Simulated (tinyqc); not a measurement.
Range and order of the fit: effective mass of the split-off band from tabulated energies.

c = hbar^2/2m0. A uniform scatter of up to 0.1 meV has been added to mimic numerical noise.
Constants: hbar^2/2m0 = 3.80998211 eV angstrom^2.

Energies along [111], from the band edge downward:
```
k (1/angstrom)    E (meV)
0.000000          0.00000
0.007200          2.25310
0.014400          9.42420
0.021600         22.01570
0.028800         41.13280
0.036000         68.00460
0.043200        103.57550
0.050400        148.06030
0.057600        201.45150
```

reference mass (curvature of the model at k = 0.0001 1/angstrom) = 0.085915 m0

Least-squares fits of E = a k^2 (+ b k^4 + d k^6) over points 1 to n, and the line y = c k^2/E against E; errors of m against the reference.

Results:
```
n  E at point n (meV)  one term (%)  two terms (%)  three terms (%)  line (%)  rms residual, one term (meV)
3                22.0         -5.38           1.00             3.99      2.28                         0.216
4                41.1         -9.20           0.68             1.24      1.51                         0.623
5                68.0        -13.32           0.15             1.07      0.72                         1.385
6               103.6        -17.31          -1.16             1.35     -0.22                         2.511
7               148.1        -20.84          -3.53             1.72     -1.32                         3.890
8               201.5        -23.82          -6.51             1.34     -2.54                         5.424
```

What does the comparison show?

The error of the parabola goes from -5.38 to -23.82 % as the range widens, and at n = 8 its residual, 5.42 meV, is only 2.7 % of the top energy: a small residual does not vouch for the mass. Over the full range (n = 8) the best form is three terms (1.34 %); the line errs by +2.28 % at n = 3 and -2.54 % at n = 8. Many terms on few points amplify the scatter: three terms err by +4.0 % at n = 3 but by +1.3 % at n = 8.

Program tinyqc; command `OMP_NUM_THREADS=1 python tinyqc.py 1880404 1880405 out.jsonl`; about 0.01 s on one thread of a shared Intel(R) Xeon(R) Processor @ 2.30GHz.
